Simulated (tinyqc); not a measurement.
Dispersion against the sound-wave line: Born-von Karman spring model of a cubic crystal with one atom per cell. Computed by tinyqc, a small Python program. Command: `OMP_NUM_THREADS=1 python tinyqc.py 3020617 3020618 out.jsonl springs walk`. One thread of a shared host (Intel(R) Xeon(R) Processor @ 2.30GHz), about 0.2 s of CPU time with the checks.

First neighbours lie at a/2 (1,1,1) (8 of them), second at a (1,0,0) (6), with all permutations and signs; the volume per atom is Omega = a^3/2.

Inputs (values chosen for the exercise, for a model crystal):
```
quantity               value           unit
atomic mass M           44.7              u
radial spring k1L       3.88  eV/angstrom^2
transverse spring k1T  0.018  eV/angstrom^2
radial spring k2L          2  eV/angstrom^2
transverse spring k2T  0.072  eV/angstrom^2
```

Lattice: bcc.

Constants: nu for 1 eV/(angstrom^2 u) = 15.6333042 THz.

Method:
- A neighbour at R with unit vector n couples by the matrix K(R) = kL n n^T + kT (1 - n n^T), and D(q) = (1/M) sum_R K(R) [1 - cos(q.R)].
- An eigenvalue lambda of D in eV/(angstrom^2 u) gives nu = 15.6333042 THz x sqrt(lambda).
- The last column divides the top branch by the straight line with its slope at G. End points in 2 pi/a: H = (1, 0, 0), N = (0.5, 0.5, 0).

Frequencies (THz) along two lines:
```
line  fraction of the way    nu 1    nu 2    nu 3  nu 3 / linear
G-H                  0.10   1.716   1.716   2.640        0.98849
G-H                  0.25   4.185   4.185   6.212        0.93032
G-H                  0.40   6.393   6.393   8.889        0.83198
G-H                  0.55   8.220   8.220  10.426        0.70968
G-H                  0.70   9.575   9.575  10.922        0.58413
G-H                  0.85  10.406  10.406  10.816        0.47639
G-H                  1.00  10.686  10.686  10.686        0.40007
G-N                  0.10   1.062   1.214   1.971        0.99589
G-N                  0.25   2.598   2.970   4.821        0.97450
G-N                  0.40   3.991   4.562   7.405        0.93549
G-N                  0.55   5.163   5.902   9.580        0.88016
G-N                  0.70   6.050   6.916  11.225        0.81033
G-N                  0.85   6.602   7.547  12.250        0.72827
G-N                  1.00   6.790   7.762  12.598        0.63662
```

Along G-H the top branch ends at 40 % of its linear extrapolation. Along G-N the top branch ends at 64 % of its linear extrapolation, which is the 2/pi of a pure sine: planes normal to this line couple to their next planes alone. A Debye model keeps the straight line throughout.
